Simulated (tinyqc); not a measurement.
# Minority carriers and saturation current of a heavily doped emitter: what changes with what

n-type, parabolic bands, full ionisation. eta = (EF - Ec)/kB T solves N = Nc F12(eta), F12(x) = (2/sqrt(pi)) int_0^infinity sqrt(u)/(1 + exp(u - x)) du. The gap shrinks rigidly by dEg = a3 y^(1/3) + a4 y^(1/4) + a2 y^(1/2), y = N/1e18 cm^-3, an empirical law that is here taken as the true narrowing.

Inputs (values chosen for the exercise); band and dielectric values close to those of germanium:
- T = 250 K (temperature)
- Eg = 0.66 eV (band gap)
- Nc = 7.91e18 cm^-3 (conduction-band density of states at 250 K)
- Nv = 4.51e18 cm^-3 (valence-band density of states at 250 K)
- N = 1.8e18 cm^-3 (ionised donor density)
- a3 = 13.6 meV (coefficient of (N/1e18)^(1/3))
- a4 = 2.6 meV (coefficient of (N/1e18)^(1/4))
- a2 = 2.8 meV (coefficient of (N/1e18)^(1/2))
- mup = 190 cm^2/(V s) (minority-hole mobility)
- Cn = 2.4e-31 cm^6/s (Auger coefficient)
- ts = 9.2 us (defect lifetime)
- W = 680 nm (emitter width)

Constants: q = 1.602176634e-19 C, kB = 1.380649e-23 J/K, Vt = kB T/q. Results are converted to the units shown.

Each table varies one quantity; the others keep the values above.

## Effect of the contact

ni = sqrt(Nc Nv) exp(-Eg/(2 Vt)), Eg in volts; degeneracy factor g = F12(eta) exp(-eta); nie^2 = ni^2 exp(dEg/kB T) g, p0 = nie^2/N; apparent narrowing dEg + kB T ln g. 1/tau = Cn N^2 + 1/ts, D = mup Vt, L = sqrt(D tau); J0 = (q p0 D/L)(s + tanh(W/L))/(1 + s tanh(W/L)), s = S L/D; the share recombining inside is 1 - 1/[cosh(W/L)(1 + tanh(W/L)/s)].

Results:

| S (cm/s) | J0 (fA/cm^2) | share inside (%) |
|---|---|---|
| 80 | 60008 | 42.987 |
| 340 | 1.7052e5 | 15.095 |
| 1500 | 6.5223e5 | 3.9095 |
| 6200 | 2.4318e6 | 1.0119 |
| 26000 | 7.7981e6 | 0.28111 |
| 1.1e5 | 1.6681e7 | 0.10475 |
| 4.8e5 | 2.2926e7 | 0.062584 |
| 8.8e6 | 2.5623e7 | 0.050724 |

Estimate the missing row, S = 2.1e6 cm/s.

Computed row:

| S (cm/s) | J0 (fA/cm^2) | share inside (%) |
|---|---|---|
| 2.1e6 | 2.5080e7 | 0.052908 |

With this row back in the table: J0 rises from 60000 to 2.56e7 fA/cm^2, between the limits q p0 (D/L) tanh(W/L) = 25800 and q p0 (D/L) coth(W/L) = 2.58e7; W/L = 0.032, so passivating the contact can gain at most a factor of 999.

## Approximations to the Fermi level

With u = N/Nc: Boltzmann ln u; Joyce-Dixon ln u + 0.353553 u - 4.95009e-3 u^2 + 1.48386e-4 u^3 - 4.42563e-6 u^4; degenerate limit (3 sqrt(pi) u/4)^(2/3). The Einstein ratio is D/(mu Vt) = F12/Fm, Fm(x) = dF12/dx = (1/sqrt(pi)) int_0^infinity u^(-1/2)/(1 + exp(u - x)) du.

Results:

| N (cm^-3) | N/Nc | eta | Boltzmann | Joyce-Dixon | degenerate | D/(mu Vt) |
|---|---|---|---|---|---|---|
| 4.3e17 | 0.05436 | -2.893 | -2.912 | -2.893 | 0.1735 | 1.019 |
| 2.1e18 | 0.2655 | -1.233 | -1.326 | -1.233 | 0.4994 | 1.093 |
| 4.7e18 | 0.5942 | -0.3122 | -0.5206 | -0.3122 | 0.8545 | 1.207 |
| 1e19 | 1.264 | 0.6738 | 0.2345 | 0.6738 | 1.414 | 1.432 |
| 2.3e19 | 2.908 | 2.057 | 1.067 | 2.057 | 2.463 | 1.954 |
| 5.1e19 | 6.448 | 3.971 | 1.864 | 3.970 | 4.188 | 2.962 |
| 1.1e20 | 13.91 | 6.869 | 2.632 | 6.825 | 6.991 | 4.749 |
| 2.5e20 | 31.61 | 12.02 | 3.453 | 9.952 | 12.09 | 8.104 |

Estimate the missing row, N = 9.5e17 cm^-3.

Computed row:

| N (cm^-3) | N/Nc | eta | Boltzmann | Joyce-Dixon | degenerate | D/(mu Vt) |
|---|---|---|---|---|---|---|
| 9.5e17 | 0.1201 | -2.077 | -2.119 | -2.077 | 0.2943 | 1.042 |

With this row back in the table: Boltzmann is within 0.1 of eta up to N/Nc = 0.27, Joyce-Dixon within 0.01 up to 6.4, and the degenerate limit is off by 0.069 in the last row. The Einstein ratio rises from 1.02 to 8.10: degenerate carriers diffuse faster for the same mobility.

Range of the model: Band tails, non-parabolic bands and incomplete ionisation are left out.

tinyqc, about 0.01 s, one thread, Intel Xeon 2.30GHz (shared host): `OMP_NUM_THREADS=1 python tinyqc.py 2330159 2330160 out.jsonl`
